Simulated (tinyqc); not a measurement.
Thickness of the film: ellipsoidal valleys in the axes of a wafer and a channel.

Valleys with axes a along [111], [1-1-1], [-11-1] and [-1-11], one whole valley each; inverse mass tensor w = 1/mt + (1/ml - 1/mt) a a. Device axes: z = nz/|nz|, x = nx/|nx|, y = z cross x; in them a = (ax, ay, az). Confinement mass mz = 1/w_zz. In the plane w_ij is replaced by u_ij = w_ij - w_iz w_jz/w_zz (i, j = x, y); density-of-states mass md = 1/sqrt(det u); conductivity mass along x mc = 1/u_xx; ballistic transport mass mx = u_yy/det u, width mass my = 1/u_yy.

Hard walls: E_n = c (n pi/t)^2/mz, c = hbar^2/2m0, n = 1, 2, 3. Non-degenerate share of a valley proportional to md sum_n exp(-E_n/kT); mean 1/mc = sum of share/mc. 1 nm = 10 angstrom.

Constants: hbar^2/2m0 = 3.80998211 eV angstrom^2; kB = 8.617333262e-05 eV/K.

Values chosen for the exercise (near those of the L valleys of GaAs; the results hold for these values, not for the real material): ml = 1.829 m0 (longitudinal mass); mt = 0.077 m0 (transverse mass); nz = (1, 1, 3) (surface normal (confinement)); nx = (1, -1, 0) (channel direction); T = 77 K (temperature).

Share of the lowest ladder and mean conductivity mass.

Results:

| t (nm) | lowest E1 (meV) | spread of E1 (meV) | share of the lowest ladder | mean mc |
|---|---|---|---|---|
| 2.0 | 334.9 | 850.5 | 1.000 | 0.0770 |
| 3.0 | 148.8 | 378.0 | 1.000 | 0.0770 |
| 5.0 | 53.6 | 136.1 | 1.000 | 0.0770 |
| 7.0 | 27.3 | 69.4 | 0.997 | 0.0772 |
| 10.0 | 13.4 | 34.0 | 0.894 | 0.0840 |
| 14.0 | 6.8 | 17.4 | 0.595 | 0.1073 |

Give the missing row, t (nm) = 4.0.

Computed row:
```
t (nm)  lowest E1 (meV)  spread of E1 (meV)  share of the lowest ladder  mean mc
4.0                83.7               212.6                       1.000   0.0770
```

The spread falls as 1/t^2 and stays above kT = 6.6 meV; the share of the lowest ladder goes from 1.000 to 0.595 and the mean mass goes from 0.0770 to 0.1073, against 0.1356 for equal shares, the limit of a thick film (the bulk value 3/(1/ml + 2/mt) is 0.1131; the two differ since axes are tilted in the x-z plane and in a quantised film no valley carries current across it; once scattering blurs the subbands the bulk value returns). Three subbands a valley become too few once E3 nears kT. In the thinnest rows E1 (335 meV) is beyond the parabolic range; in GaAs the Gamma valley, left out, lies lowest except in the thinnest films.

Program tinyqc; command `OMP_NUM_THREADS=1 python tinyqc.py 1850484 1850485 out.jsonl`; about 0.01 s on one thread of a shared Intel(R) Xeon(R) Processor @ 2.30GHz.
